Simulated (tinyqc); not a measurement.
# Diameter from the threshold shift

Problem. Undoped body with a flat potential across it, hard walls, transport along x. Three valley pairs (g = 2 each) with the longitudinal mass along x, y or z. Non-parabolicity enters the subband edges through E (1 + al E) = gamma, so E = 2 gamma/(1 + sqrt(1 + 4 al gamma)); motion within a subband is taken as parabolic with the band-edge mass. Energies are counted from the bulk band edge. gamma = C (2 z/(t + dl))^2 (1/my + 1/mz)/2, z the zeros of the Bessel functions J_l (2.404826, 3.831706, 5.135622, 5.520078, ...), twofold for l > 0; the mean inverse mass is an approximation for anisotropic valleys, C = hbar^2/(2 m0). Each subband has N_k = g sqrt(2 mx m0 kB T/(pi hbar^2)); without degeneracy n = exp(EF/Vt) sum N_k exp(-E_k/Vt). Classical value Nc times pi t^2/4, Nc = sum over valleys of 2 g (m m0 kB T/(2 pi hbar^2))^1.5 with m = (mx my mz)^(1/3). Threshold shift dVT = Vt ln(classical value/sum N_k exp(-E_k/Vt)). Find t and the lowest subband edge.

Values chosen for this exercise; masses close to those of silicon:
```
symbol  value  unit                                                meaning
T         300     K                                            temperature
ml        0.9    m0                                      longitudinal mass
mt      0.194    m0                                        transverse mass
al          0  1/eV                                       non-parabolicity
dl        0.2    nm  widening of the box by penetration into the insulator
```

Constants: q = 1.602176634e-19 C, kB = 1.380649e-23 J/K, hbar = 1.054571817e-34 J s, m0 = 9.1093837015e-31 kg, Vt = kB T/q, hbar^2/(2 m0) = 0.0380998212 eV nm^2. Results are converted to the units shown.

dVT = 80.816697 mV

Answer. dVT is evaluated for trial values of t with all subbands; between 1.5 and 25 nm one value matches.

t = 5.300 nm
E_1 = 91.28 meV

tinyqc, about 0.2 s, one thread, Intel Xeon 2.30GHz (shared host): `OMP_NUM_THREADS=1 python tinyqc.py 2350066 2350067 out.jsonl`
